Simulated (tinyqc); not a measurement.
Shortcuts against the integral: sheet resistance and Hall data of a diffused or implanted layer. Computed by tinyqc, a small Python program. Command: `OMP_NUM_THREADS=1 python tinyqc.py 3018854 3018855 out.jsonl layer walk`. One thread of a shared host (Intel(R) Xeon(R) Processor @ 2.30GHz), about 0.01 s of CPU time with the checks.

Carriers are taken equal to the net active doping down to the junction (full ionisation, which deep dopants in wide-gap hosts do not reach; no spill-over, no depletion), and the Hall factor is 1.

Inputs (values chosen for the exercise, modelled on phosphorus in silicon): mu_min = 65.1 cm^2/(V s); mu_max = 1400 cm^2/(V s); N_ref = 8.5e+16 1/cm^3; exponent alpha = 0.7; peak concentration N_0 = 5.9e+19 1/cm^3; length scale l = 47 nm; background doping N_B (opposite type) = 2.8e+15 1/cm^3.

Profile: complementary error function. Activation: complete.

Constants: e = 1.602176634e-19 C.

Method:
- N(x) = N_0 erfc(x/l), dose N_0 l/sqrt(pi), junction x_j = l erfc^-1(N_B/N_0).
- Mobility mu = mu_min + (mu_max - mu_min)/(1 + (N_t/N_ref)^alpha), N_t = active doping + N_B; carriers n = active doping - N_B, all dopants active.
- Integrals from x_0 (0 unless stated) to x_j by the midpoint rule on 400 even intervals: 1/R_s = e int n mu dx; sheet density n_s = int n dx; Hall sheet density (int n mu dx)^2/int n mu^2 dx; Hall mobility int n mu^2 dx/int n mu dx.
- Mean conductivity 1/(R_s x_j); mean mobility 1/(e n_s R_s).
- Shortcuts: R_s = 1/(e Q mu) with the dose Q and the mobility at the (active) peak concentration; 1/(e n_s mu) with mu at N_t = n_s/x_j + N_B; 1/(e Q mu_max).

sheet resistance R_s = 428.530 ohm

dose = 1.56450e+14 1/cm^2

sheet density n_s = 1.56409e+14 1/cm^2

junction depth x_j = 135.190 nm

Sheet resistances:
```
method                                   R_s (ohm)  deviation (%)
integral                                    428.53          0.000
dose, mobility at the peak                  507.23         18.365
n_s, mobility at the mean concentration     374.38        -12.636
dose, mu_max                                 28.50        -93.350
```

The closest shortcut is «n_s, mobility at the mean concentration» (-12.6 %). The peak mobility is the lowest in the layer, so with full activation it overestimates R_s.

Extremes, crossings and ranges named in words are read from the listed rows.
